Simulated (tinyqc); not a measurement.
# Long-channel MOSFET, surface-potential model: two studies

n-channel transistor on a uniformly doped p-type body, gradual-channel approximation, constant mobility, Boltzmann statistics, full ionisation. Potentials are counted from the neutral body; V is the electron quasi-Fermi potential, Vsb at the source and Vsb + Vds at the drain. Charges are magnitudes per area.

Values chosen for this exercise; material values those of a made-up semiconductor:
- T = 293 K (temperature)
- Eg = 1.35 eV (band gap)
- eps_r = 11.3 (relative permittivity of the semiconductor)
- Nc = 3.45e19 cm^-3 (conduction-band density of states at T)
- Nv = 3.15e19 cm^-3 (valence-band density of states at T)
- Na = 9.2e15 cm^-3 (acceptor density of the body)
- eox = 7.46 (relative permittivity of the gate insulator)
- tox = 50 nm (insulator thickness)
- Vfb = -0.96 V (flat-band voltage)
- mu = 150 cm^2/(V s) (channel mobility)
- W = 20 um (gate width)
- L = 5 um (gate length)
- Vsb = 0 V (source-body reverse bias)
- Vgs = 0.86 V (gate-source voltage)
- Vds = 0.8 V (drain-source voltage)

Constants: q = 1.602176634e-19 C, kB = 1.380649e-23 J/K, Vt = kB T/q, eps0 = 8.8541878128e-14 F/cm where lengths are in cm. Results are converted to the units shown.

Each table varies one quantity; the others keep the values above.

## Effect of the insulator thickness

ni = sqrt(Nc Nv) exp(-Eg/(2 Vt)), Eg in volts; phiF = Vt ln(Na/ni); Cox = eps0 eox/tox; gamma = sqrt(2 q eps0 eps_r Na)/Cox. The surface potential psi at channel potential V solves Vgs + Vsb - Vfb - psi = gamma sqrt(G), G = psi - Vt + Vt exp((psi - 2 phiF - V)/Vt). Charge sheet: Qi = Cox gamma [sqrt(G) - sqrt(psi - Vt)]; I = mu (W/L) [integral of Qi dpsi from psi_0 to psi_L (drift) + Vt (Qi0 - QiL) (diffusion)], with psi_0 at V = Vsb and psi_L at V = Vsb + Vds. VT = Vfb + 2 phiF + gamma sqrt(2 phiF + Vsb), m = 1 + gamma/(2 sqrt(2 phiF + Vsb)). The swing is 20 mV/log10[I(VT - 0.14 V)/I(VT - 0.16 V)] of the charge-sheet current at the given Vds.

Effect of the insulator thickness:
```
tox (nm)  gamma (V^0.5)  VT (V)      m  swing (mV/decade)  I at Vgs, Vds (uA)
17               0.1398  0.1120  1.072              63.81               38.20
22               0.1809  0.1518  1.093              65.18               26.26
30               0.2467  0.2155  1.127              67.36               15.56
41               0.3371  0.3030  1.174              70.35               8.090
55               0.4522  0.4144  1.234              74.13               3.560
74               0.6084  0.5656  1.314              79.25               1.013
100              0.8222  0.7725  1.425              86.25             0.07381
```

As tox goes from 17 to 100 nm, VT rises from 0.112 to 0.773 V, the swing rises from 63.8 to 86.2 mV a decade and the current falls from 38.2 to 0.0738 uA. The swing is 2.4 % above m Vt ln 10 in the first row and 4.1 % above it in the last.

## Output curve

Pao-Sah: Qi(V) = (Cox gamma/2) integral from 3 Vt to psi of exp((u - 2 phiF - V)/Vt)/sqrt(G(u, V)) du, and I = mu (W/L) integral of Qi dV from Vsb to Vsb + Vds. Square law: VT = Vfb + 2 phiF + gamma sqrt(2 phiF + Vsb), m = 1 + gamma/(2 sqrt(2 phiF + Vsb)), I = mu Cox (W/L) [(Vgs - VT) v - m v^2/2] with v the smaller of Vds and (Vgs - VT)/m, and zero below VT.

In this table Vgs = 0.86 V.

Results:
```
Vds (V)  psi_L (V)  QiL (nC/cm^2)  I, charge sheet (uA)  I, Pao-Sah (uA)  I, square law (uA)
0.07         1.115          36.42                 1.710            1.756               2.458
0.14         1.176          26.77                 3.015            3.095               4.444
0.21         1.235          17.62                 3.930            4.035               5.960
0.28         1.287          9.335                 4.483            4.602               7.005
0.36         1.332          2.381                 4.745            4.870               7.623
0.43         1.346         0.2583                 4.788            4.914               7.701
0.5          1.347        0.01719                 4.792            4.917               7.701
0.64         1.347       6.748e-5                 4.792            4.918               7.701
```

Estimate the missing row, Vds = 0.57 V.

Computed row:
```
Vds (V)  psi_L (V)  QiL (nC/cm^2)  I, charge sheet (uA)  I, Pao-Sah (uA)  I, square law (uA)
0.57         1.347       0.001079                 4.792            4.918               7.701
```

With this row back in the table: The Pao-Sah current rises from 1.76 to 4.92 uA, while the charge at the drain end falls from 36.4 to 6.75e-5 nC/cm^2. The current first comes within 1 % of its last value at Vds = 0.36 V among the rows listed; the square law saturates at (Vgs - VT)/m = 0.400 V. Over the last two rows psi_L moves by less than 1 mV: the drain has lost hold of the surface potential, so the current no longer grows. In the last row the charge sheet is 2.6 % below Pao-Sah and the square law 57 % above it.

Computed by the program tinyqc: `OMP_NUM_THREADS=1 python tinyqc.py 2360056 2360057 out.jsonl`, one thread of a shared Intel Xeon 2.30GHz, about 0.03 s for the whole run.
